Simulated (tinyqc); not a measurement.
Inside a calculation. Method: Rayleigh-quotient iteration on a symmetric matrix. One step of it, computed by the program tinyqc.

Task: Step 1. solve (A - shift) w = v; v' = w/|w| with its largest component positive (the first on a tie); lambda = v'^T A v'; the next shift is lambda.

A:
$$\begin{pmatrix}
0.904000 & 0.478000 & 1.109000 & 0.608000 & -0.613000 & -0.581000 \\
0.478000 & 1.478000 & 0.844000 & -0.384000 & -0.254000 & -0.451000 \\
1.109000 & 0.844000 & 1.803000 & -0.620000 & -0.391000 & -0.096000 \\
0.608000 & -0.384000 & -0.620000 & 1.837000 & 0.717000 & 0.325000 \\
-0.613000 & -0.254000 & -0.391000 & 0.717000 & 2.167000 & -0.220000 \\
-0.581000 & -0.451000 & -0.096000 & 0.325000 & -0.220000 & 2.403000
\end{pmatrix}$$

vector v at the start: [0.408248, 0.408248, 0.408248, 0.408248, 0.408248, 0.408248]

shift = 0.200000

Give: vector after step 1; Rayleigh quotient after step 1.

Result:

vector after step 1: [-0.087, 0.564, 0.445, 0.512, 0.304, 0.350]

Rayleigh quotient after step 1 = 1.501
